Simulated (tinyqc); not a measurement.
Worked calculation (part 1 of 2): RHF in the sto-6g basis, for BeH2, spin multiplicity 1. Computed by tinyqc, a small Python program that keeps every step (integrals from PySCF). Settings: charge = 0, multiplicity = 1, basis = sto-6g, energy threshold = 1e-10, iteration cap = 79, orthogonalisation = symmetric, start = Wolfsberg-Helmholz matrix, DIIS depth = 8, method = RHF. Command: `OMP_NUM_THREADS=1 python tinyqc.py 28598 28599 out.jsonl` (the two numbers bound the seeds that draw the settings). One thread of a shared host (Intel(R) Xeon(R) Processor @ 2.60GHz), about 0.1 s of CPU time with the checks. Later iterations appear only in the table of the cycle.

## One-electron integrals

Geometry (angstrom):
```
atom         x          y         z
Be    0.000000   0.000000  0.000000
H     0.000000   1.386000  0.061000
H     0.000000  -1.386000  0.061000
```

Basis sto-6g: exponents (1/bohr^2) and contraction coefficients of normalised primitives:
```
element  l (shell)    exponent  coefficient
Be           s (1)  312.870494     0.009164
Be           s (1)   57.364463     0.049361
Be           s (1)   16.048509     0.168538
Be           s (1)    5.513096     0.370563
Be           s (1)    2.140897     0.416492
Be           s (1)    0.881739     0.130334
Be           s (2)   13.633247    -0.013253
Be           s (2)    2.698375    -0.046992
Be           s (2)    0.838653    -0.033785
Be           s (2)    0.322660     0.250242
Be           s (2)    0.140131     0.595117
Be           s (2)    0.064233     0.240706
Be           p (3)   13.633247     0.003760
Be           p (3)    2.698375     0.037679
Be           p (3)    0.838653     0.173897
Be           p (3)    0.322660     0.418036
Be           p (3)    0.140131     0.425860
Be           p (3)    0.064233     0.101708
H            s (1)   35.523221     0.009164
H            s (1)    6.513144     0.049361
H            s (1)    1.822143     0.168538
H            s (1)    0.625955     0.370563
H            s (1)    0.243077     0.416492
H            s (1)    0.100112     0.130334
```

Overlap, kinetic and nuclear-attraction integrals over the contracted functions; the nuclear repulsion is the sum of Za Zb / Rab.

nuclear repulsion = 3.24236085 hartree

overlap S, lower triangle:
```
           1Be 1s    1Be 2s   1Be 2px    1Be 2py   1Be 2pz     2H 1s     3H 1s
1Be 1s   1.000000
1Be 2s   0.254764  1.000000
1Be 2px  0.000000  0.000000  1.000000
1Be 2py  0.000000  0.000000  0.000000   1.000000
1Be 2pz  0.000000  0.000000  0.000000   0.000000  1.000000
2H 1s    0.064915  0.441756  0.000000   0.510969  0.022489  1.000000
3H 1s    0.064915  0.441756  0.000000  -0.510969  0.022489  0.032571  1.000000
```

kinetic energy T (hartree), lower triangle:
```
            1Be 1s    1Be 2s   1Be 2px    1Be 2py   1Be 2pz      2H 1s     3H 1s
1Be 1s    6.768753
1Be 2s   -0.207382  0.220121
1Be 2px   0.000000  0.000000  0.661265
1Be 2py   0.000000  0.000000  0.000000   0.661265
1Be 2pz   0.000000  0.000000  0.000000   0.000000  0.661265
2H 1s    -0.013995  0.061972  0.000000   0.177638  0.007818   0.768522
3H 1s    -0.013995  0.061972  0.000000  -0.177638  0.007818  -0.007577  0.768522
```

nuclear attraction V (hartree), lower triangle:
```
             1Be 1s     1Be 2s    1Be 2px    1Be 2py    1Be 2pz      2H 1s      3H 1s
1Be 1s   -15.477656
1Be 2s    -1.845075  -3.019370
1Be 2px    0.000000   0.000000  -2.945530
1Be 2py    0.000000   0.000000   0.000000  -3.166333
1Be 2pz   -0.001554  -0.012537   0.000000   0.000000  -2.945958
2H 1s     -0.514506  -1.282887   0.000000  -1.455882  -0.065460  -2.946450
3H 1s     -0.514506  -1.282887   0.000000   1.455882  -0.065460  -0.106923  -2.946450
```

core Hamiltonian H = T + V (hartree), lower triangle:
```
            1Be 1s     1Be 2s    1Be 2px    1Be 2py    1Be 2pz      2H 1s      3H 1s
1Be 1s   -8.708903
1Be 2s   -2.052457  -2.799249
1Be 2px   0.000000   0.000000  -2.284265
1Be 2py   0.000000   0.000000   0.000000  -2.505068
1Be 2pz  -0.001554  -0.012537   0.000000   0.000000  -2.284692
2H 1s    -0.528501  -1.220915   0.000000  -1.278244  -0.057642  -2.177927
3H 1s    -0.528501  -1.220915   0.000000   1.278244  -0.057642  -0.114500  -2.177927
```

## Two-electron integrals

Functions are numbered as in S; the eight-fold symmetry (ij|kl) = (ji|kl) = (kl|ij) leaves the list below.

Two-electron integrals (ij|kl) in chemists' order, unique and non-zero (hartree):
```
(11|11) 2.299996    (21|11) 0.361879    (21|21) 0.071926    (22|11) 0.570332
(22|21) 0.139654    (22|22) 0.417773    (31|31) 0.015252    (32|31) 0.022555
(32|32) 0.092340    (33|11) 0.570332    (33|21) 0.139654    (33|22) 0.417773
(33|33) 0.450117    (41|41) 0.015252    (42|41) 0.022555    (42|42) 0.092340
(43|43) 0.024258    (44|11) 0.570332    (44|21) 0.139654    (44|22) 0.417773
(44|33) 0.401601    (44|44) 0.450117    (51|51) 0.015252    (52|51) 0.022555
(52|52) 0.092340    (53|53) 0.024258    (54|54) 0.024258    (55|11) 0.570332
(55|21) 0.139654    (55|22) 0.417773    (55|33) 0.401601    (55|44) 0.401601
(55|55) 0.450117    (61|11) 0.095065    (61|21) 0.018332    (61|22) 0.035391
(61|33) 0.035100    (61|41) 0.001809    (61|42) 0.003487    (61|44) 0.035972
(61|51) 0.000080    (61|52) 0.000153    (61|54) 0.000038    (61|55) 0.035102
(61|61) 0.004941    (62|11) 0.212922    (62|21) 0.052873    (62|22) 0.170392
(62|33) 0.164150    (62|41) 0.007388    (62|42) 0.042285    (62|44) 0.182840
(62|51) 0.000325    (62|52) 0.001861    (62|54) 0.000823    (62|55) 0.164186
(62|61) 0.014852    (62|62) 0.100812    (63|31) 0.005291    (63|32) 0.023598
(63|43) 0.007480    (63|53) 0.000329    (63|63) 0.009664    (64|11) 0.223722
(64|21) 0.056296    (64|22) 0.189730    (64|33) 0.178598    (64|41) 0.012008
(64|42) 0.066066    (64|44) 0.211958    (64|51) 0.000296    (64|52) 0.001869
(64|54) 0.001139    (64|55) 0.178634    (64|61) 0.016644    (64|62) 0.128069
(64|64) 0.168628    (65|11) 0.009846    (65|21) 0.002478    (65|22) 0.008350
(65|33) 0.007860    (65|41) 0.000296    (65|42) 0.001869    (65|44) 0.008670
(65|51) 0.005304    (65|52) 0.023681    (65|54) 0.007516    (65|55) 0.008520
(65|61) 0.000733    (65|62) 0.005637    (65|64) 0.006996    (65|65) 0.009972
(66|11) 0.378522    (66|21) 0.095954    (66|22) 0.344002    (66|33) 0.319127
(66|41) 0.016314    (66|42) 0.117982    (66|44) 0.393607    (66|51) 0.000718
(66|52) 0.005193    (66|54) 0.003278    (66|55) 0.319272    (66|61) 0.027988
(66|62) 0.255139    (66|64) 0.344903    (66|65) 0.015180    (66|66) 0.774999
(71|11) 0.095065    (71|21) 0.018332    (71|22) 0.035391    (71|33) 0.035100
(71|41) -0.001809   (71|42) -0.003487   (71|44) 0.035972    (71|51) 0.000080
(71|52) 0.000153    (71|54) -0.000038   (71|55) 0.035102    (71|61) 0.004477
(71|62) 0.012322    (71|64) 0.012569    (71|65) 0.000611    (71|66) 0.021978
(71|71) 0.004941    (72|11) 0.212922    (72|21) 0.052873    (72|22) 0.170392
(72|33) 0.164150    (72|41) -0.007388   (72|42) -0.042285   (72|44) 0.182840
(72|51) 0.000325    (72|52) 0.001861    (72|54) -0.000823   (72|55) 0.164186
(72|61) 0.012322    (72|62) 0.054065    (72|64) 0.054430    (72|65) 0.002973
(72|66) 0.101437    (72|71) 0.014852    (72|72) 0.100812    (73|31) 0.005291
(73|32) 0.023598    (73|43) -0.007480   (73|53) 0.000329    (73|63) 0.004178
(73|73) 0.009664    (74|11) -0.223722   (74|21) -0.056296   (74|22) -0.189730
(74|33) -0.178598   (74|41) 0.012008    (74|42) 0.066066    (74|44) -0.211958
(74|51) -0.000296   (74|52) -0.001869   (74|54) 0.001139    (74|55) -0.178634
(74|61) -0.012569   (74|62) -0.054430   (74|64) -0.052259   (74|65) -0.002946
(74|66) -0.100047   (74|71) -0.016644   (74|72) -0.128069   (74|74) 0.168628
(75|11) 0.009846    (75|21) 0.002478    (75|22) 0.008350    (75|33) 0.007860
(75|41) -0.000296   (75|42) -0.001869   (75|44) 0.008670    (75|51) 0.005304
(75|52) 0.023681    (75|54) -0.007516   (75|55) 0.008520    (75|61) 0.000611
(75|62) 0.002973    (75|64) 0.002946    (75|65) 0.004338    (75|66) 0.005714
(75|71) 0.000733    (75|72) 0.005637    (75|74) -0.006996   (75|75) 0.009972
(76|11) 0.019298    (76|21) 0.004660    (76|22) 0.013766    (76|33) 0.013501
(76|44) 0.014288    (76|51) 0.000054    (76|52) 0.000256    (76|55) 0.013508
(76|61) 0.001190    (76|62) 0.005871    (76|64) 0.006702    (76|65) 0.000355
(76|66) 0.012502    (76|71) 0.001190    (76|72) 0.005871    (76|74) -0.006702
(76|75) 0.000355    (76|76) 0.000465    (77|11) 0.378522    (77|21) 0.095954
(77|22) 0.344002    (77|33) 0.319127    (77|41) -0.016314   (77|42) -0.117982
(77|44) 0.393607    (77|51) 0.000718    (77|52) 0.005193    (77|54) -0.003278
(77|55) 0.319272    (77|61) 0.021978    (77|62) 0.101437    (77|64) 0.100047
(77|65) 0.005714    (77|66) 0.190863    (77|71) 0.027988    (77|72) 0.255139
(77|74) -0.344903   (77|75) 0.015180    (77|76) 0.012502    (77|77) 0.774999
```

## Orthogonalisation

S = U s U^T; symmetric (Loewdin) form X = U s^(-1/2) U^T, so that X^T S X = 1.

eigenvalues of S: 0.260911  0.366721  0.938592  1.000000  1.002329  1.706518  1.724929

X, lower triangle:
```
            1Be 1s     1Be 2s   1Be 2px    1Be 2py    1Be 2pz      2H 1s     3H 1s
1Be 1s    1.027135
1Be 2s   -0.148377   1.234289
1Be 2px   0.000000   0.000000  1.000000
1Be 2py   0.000000   0.000000  0.000000   1.348185
1Be 2pz  -0.000772   0.010432  0.000000   0.000000   1.000521
2H 1s     0.016434  -0.294662  0.000000  -0.421411  -0.014778   1.278430
3H 1s     0.016434  -0.294662  0.000000   0.421411  -0.014778  -0.096617  1.278430
```

## Starting guess

The start is the generalised Wolfsberg-Helmholz matrix (K = 1.75) built on H; D = 2 C_occ C_occ^T.

D at the start, lower triangle:
```
            1Be 1s    1Be 2s   1Be 2px    1Be 2py   1Be 2pz     2H 1s     3H 1s
1Be 1s    2.049565
1Be 2s   -0.150520  0.674796
1Be 2px   0.000000  0.000000  0.000000
1Be 2py   0.000000  0.000000  0.000000   0.729328
1Be 2pz  -0.012742  0.032582  0.000000   0.000000  0.001588
2H 1s    -0.205577  0.444601  0.000000   0.406847  0.021756  0.525505
3H 1s    -0.205577  0.444601  0.000000  -0.406847  0.021756  0.071594  0.525505
```

## Iteration 1: building the Fock matrix

J_ij = sum D_kl (ij|kl), K_ij = sum D_kl (ik|jl); F = H + J - 0.5 K; E = tr D H + tr D J / 2 - 0.25 tr D K + E_nn.

Coulomb J (hartree), lower triangle:
```
           1Be 1s    1Be 2s   1Be 2px    1Be 2py   1Be 2pz     2H 1s     3H 1s
1Be 1s   6.472796
1Be 2s   1.188658  2.661095
1Be 2px  0.000000  0.000000  2.594075
1Be 2py  0.000000  0.000000  0.000000   2.794730
1Be 2pz  0.003299  0.019222  0.000000   0.000000  2.594483
2H 1s    0.310053  1.132826  0.000000   1.289818  0.059662  2.435788
3H 1s    0.310053  1.132826  0.000000  -1.289818  0.059662  0.091503  2.435788
```

exchange K (hartree), lower triangle:
```
            1Be 1s    1Be 2s   1Be 2px    1Be 2py   1Be 2pz     2H 1s     3H 1s
1Be 1s    4.627948
1Be 2s    0.765393  0.897001
1Be 2px   0.000000  0.000000  0.165084
1Be 2py   0.000000  0.000000  0.000000   1.037503
1Be 2pz  -0.001031  0.039195  0.000000   0.000000  0.167013
2H 1s     0.202873  0.612551  0.000000   0.681685  0.032743  1.102297
3H 1s     0.202873  0.612551  0.000000  -0.681685  0.032743  0.041060  1.102297
```

Fock matrix F (hartree), lower triangle:
```
            1Be 1s     1Be 2s   1Be 2px    1Be 2py    1Be 2pz      2H 1s      3H 1s
1Be 1s   -4.550081
1Be 2s   -1.246495  -0.586655
1Be 2px   0.000000   0.000000  0.227268
1Be 2py   0.000000   0.000000  0.000000  -0.229089
1Be 2pz   0.002260  -0.012912  0.000000   0.000000   0.226284
2H 1s    -0.319885  -0.394364  0.000000  -0.329268  -0.014352  -0.293288
3H 1s    -0.319885  -0.394364  0.000000   0.329268  -0.014352  -0.043527  -0.293288
```

total energy of this density = -15.69917450 hartree

## Iteration 1: diagonalisation and new density

Diagonalise F' = X^T F X, C = X C', fill 3 alpha and 3 beta electrons from the bottom; D = 2 C_occ C_occ^T. Each column has its largest component positive (the first on a tie).

F' = X^T F X (hartree), lower triangle:
```
           1          2         3          4          5          6         7
1  -4.451282
2  -0.658827  -0.078210
3   0.000000   0.000000  0.227268
4   0.000000   0.000000  0.000000   0.243180
5   0.002629   0.001917  0.000000   0.000000   0.227131
6  -0.044241  -0.322637  0.000000  -0.452469  -0.017079   0.092163
7  -0.044241  -0.322637  0.000000   0.452469  -0.017079  -0.117425  0.092163
```

orbital energies (hartree): MO1 -4.552061, MO2 -0.444315, MO3 -0.413724, MO4 0.226061, MO5 0.227268, MO6 0.442693, MO7 0.866493

coefficients C:
```
               MO1        MO2        MO3        MO4       MO5        MO6        MO7
1Be 1s    0.993956  -0.210367   0.000000   0.022407  0.000000  -0.211796   0.000000
1Be 2s    0.024673   0.555944   0.000000  -0.101192  0.000000   1.182930   0.000000
1Be 2px   0.000000   0.000000   0.000000   0.000000  1.000000   0.000000   0.000000
1Be 2py   0.000000   0.000000   0.513816   0.000000  0.000000   0.000000   1.381583
1Be 2pz  -0.000272   0.016634   0.000000   0.995186  0.000000   0.104487   0.000000
2H 1s    -0.003580   0.401497   0.402438   0.040638  0.000000  -0.789171  -0.980310
3H 1s    -0.003580   0.401497  -0.402438   0.040638  0.000000  -0.789171   0.980310
```

D after iteration 1, lower triangle:
```
            1Be 1s    1Be 2s   1Be 2px    1Be 2py   1Be 2pz      2H 1s     3H 1s
1Be 1s    2.064407
1Be 2s   -0.184857  0.619364
1Be 2px   0.000000  0.000000  0.000000
1Be 2py   0.000000  0.000000  0.000000   0.528014
1Be 2pz  -0.007538  0.018482  0.000000   0.000000  0.000554
2H 1s    -0.176039  0.446243  0.000000   0.413558  0.013359   0.646337
3H 1s    -0.176039  0.446243  0.000000  -0.413558  0.013359  -0.001487  0.646337
```

## Iteration 2: building the Fock matrix

As before.

Coulomb J (hartree), lower triangle:
```
           1Be 1s    1Be 2s   1Be 2px    1Be 2py   1Be 2pz     2H 1s     3H 1s
1Be 1s   6.442019
1Be 2s   1.179538  2.643509
1Be 2px  0.000000  0.000000  2.573431
1Be 2py  0.000000  0.000000  0.000000   2.783297
1Be 2pz  0.002829  0.017356  0.000000   0.000000  2.573802
2H 1s    0.307840  1.132529  0.000000   1.293758  0.059281  2.460663
3H 1s    0.307840  1.132529  0.000000  -1.293758  0.059281  0.091109  2.460663
```

exchange K (hartree), lower triangle:
```
            1Be 1s    1Be 2s   1Be 2px    1Be 2py   1Be 2pz     2H 1s     3H 1s
1Be 1s    4.642097
1Be 2s    0.752282  0.871534
1Be 2px   0.000000  0.000000  0.156428
1Be 2py   0.000000  0.000000  0.000000   0.996315
1Be 2pz  -0.000262  0.030855  0.000000   0.000000  0.157696
2H 1s     0.205192  0.616373  0.000000   0.688851  0.028602  1.160385
3H 1s     0.205192  0.616373  0.000000  -0.688851  0.028602  0.037126  1.160385
```

Fock matrix F (hartree), lower triangle:
```
            1Be 1s     1Be 2s   1Be 2px    1Be 2py    1Be 2pz      2H 1s      3H 1s
1Be 1s   -4.587933
1Be 2s   -1.249060  -0.591507
1Be 2px   0.000000   0.000000  0.210952
1Be 2py   0.000000   0.000000  0.000000  -0.219928
1Be 2pz   0.001405  -0.010609  0.000000   0.000000   0.210261
2H 1s    -0.323257  -0.396572  0.000000  -0.328911  -0.012661  -0.297457
3H 1s    -0.323257  -0.396572  0.000000   0.328911  -0.012661  -0.041954  -0.297457
```

total energy of this density = -15.71742399 hartree

## Iteration 2: DIIS over 2 matrices

error matrix X^T (FDS - SDF) X:
```
           1          2         3          4          5          6          7
1   0.000000  -0.014971  0.000000   0.000000   0.002264   0.010423   0.010423
2   0.014971   0.000000  0.000000   0.000000  -0.003486  -0.002357  -0.002357
3   0.000000   0.000000  0.000000   0.000000   0.000000   0.000000   0.000000
4   0.000000   0.000000  0.000000   0.000000   0.000000   0.015658  -0.015658
5  -0.002264   0.003486  0.000000   0.000000   0.000000   0.002611   0.002611
6  -0.010423   0.002357  0.000000  -0.015658  -0.002611   0.000000   0.000000
7  -0.010423   0.002357  0.000000   0.015658  -0.002611   0.000000   0.000000
```

B (overlaps of the stored error matrices):
```
               1              2
1  1.4746004e-01  1.5792344e-02
2  1.5792344e-02  1.9474935e-03
```

Minimise |sum c_i e_i|^2 with sum c_i = 1: solve [B -1; -1 0][c; lambda] = [0; -1] with B_ij = tr e_i^T e_j, and take F = sum c_i F_i.

DIIS coefficients: -0.117506  1.117506

extrapolated F (hartree), lower triangle:
```
            1Be 1s     1Be 2s   1Be 2px    1Be 2py    1Be 2pz      2H 1s      3H 1s
1Be 1s   -4.592381
1Be 2s   -1.249361  -0.592077
1Be 2px   0.000000   0.000000  0.209035
1Be 2py   0.000000   0.000000  0.000000  -0.218852
1Be 2pz   0.001305  -0.010338  0.000000   0.000000   0.208379
2H 1s    -0.323653  -0.396831  0.000000  -0.328869  -0.012463  -0.297947
3H 1s    -0.323653  -0.396831  0.000000   0.328869  -0.012463  -0.041769  -0.297947
```

## Iteration 2: diagonalisation and new density

As before.

F' = X^T F X (hartree), lower triangle:
```
           1          2         3          4          5          6         7
1  -4.495384
2  -0.653087  -0.083882
3   0.000000   0.000000  0.209035
4   0.000000   0.000000  0.000000   0.258602
5   0.001456   0.003931  0.000000   0.000000   0.209150
6  -0.048476  -0.323080  0.000000  -0.453685  -0.015335   0.086497
7  -0.048476  -0.323080  0.000000   0.453685  -0.015335  -0.113669  0.086497
```

orbital energies (hartree): MO1 -4.593970, MO2 -0.448980, MO3 -0.412889, MO4 0.208036, MO5 0.209035, MO6 0.437625, MO7 0.871657

coefficients C:
```
               MO1        MO2        MO3        MO4       MO5        MO6        MO7
1Be 1s    0.994648  -0.210193   0.000000   0.019938  0.000000  -0.208947   0.000000
1Be 2s    0.021419   0.560500   0.000000  -0.092479  0.000000   1.181555   0.000000
1Be 2px   0.000000   0.000000   0.000000   0.000000  1.000000   0.000000   0.000000
1Be 2py   0.000000   0.000000   0.500484   0.000000  0.000000   0.000000   1.386468
1Be 2pz  -0.000141   0.012101   0.000000   0.995772  0.000000   0.099399   0.000000
2H 1s    -0.002192   0.398588   0.411862   0.038603  0.000000  -0.790751  -0.976389
3H 1s    -0.002192   0.398588  -0.411862   0.038603  0.000000  -0.790751   0.976389
```

D after iteration 2, lower triangle:
```
            1Be 1s    1Be 2s   1Be 2px    1Be 2py   1Be 2pz      2H 1s     3H 1s
1Be 1s    2.067013
1Be 2s   -0.193017  0.629238
1Be 2px   0.000000  0.000000  0.000000
1Be 2py   0.000000  0.000000  0.000000   0.500969
1Be 2pz  -0.005368  0.013559  0.000000   0.000000  0.000293
2H 1s    -0.171922  0.446723  0.000000   0.412261  0.009647   0.657015
3H 1s    -0.171922  0.446723  0.000000  -0.412261  0.009647  -0.021506  0.657015
```
